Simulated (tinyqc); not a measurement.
Lossy package transmission line with skin effect: one step of the calculation.

A uniform line in a homogeneous dielectric: c = sqrt(er)/(c0 Z0), l = Z0 sqrt(er)/c0 (c0 = 299792458 m/s), g = w c td, w = 2 pi f. The resistance joins its limits as r = sqrt(r_dc^2 + r_hf^2), with r_dc = rho/(wd th), r_hf = kr rho/(2 delta (wd + th)), delta = sqrt(rho/(pi f mu0)), mu0 = 4 pi 1e-7 H/m; this is an interpolation, and internal inductance, up to 0.05 nH/mm at low frequency, is neglected.

Problem. Reflection, input impedance and transfer. ZL = 1/(1/RL + i w CL); reflection (ZL - Zc)/(ZL + Zc); Zin = Zc (ZL + Zc tanh(gamma len))/(Zc + ZL tanh(gamma len)); H = V_load/V_source = [Zin/(Zin + Rg)]/[cosh(gamma len) + (Zc/ZL) sinh(gamma len)].

Parameters, values chosen for the exercise:
```
symbol  value  unit            meaning
Rg         50   ohm  source resistance
RL         50   ohm    load resistance
CL        100    fF   load capacitance
f        0.73   GHz          frequency
```

gamma len = 0.01058754+0.14063115i
Zc = 40.113729-2.939328i ohm

Wanted: ZL; reflection at the load; Zin; H; |H|.

Solution.

ZL = 49.974-1.146i ohm
reflection at the load = 0.10832+0.02482i
Zin = 49.842-4.271i ohm
H = 0.48931-0.07669i
|H| = -6.1029 dB

tinyqc, about 0.01 s, one thread, Intel Xeon 2.30GHz (shared host): `OMP_NUM_THREADS=1 python tinyqc.py 2810174 2810175 out.jsonl`
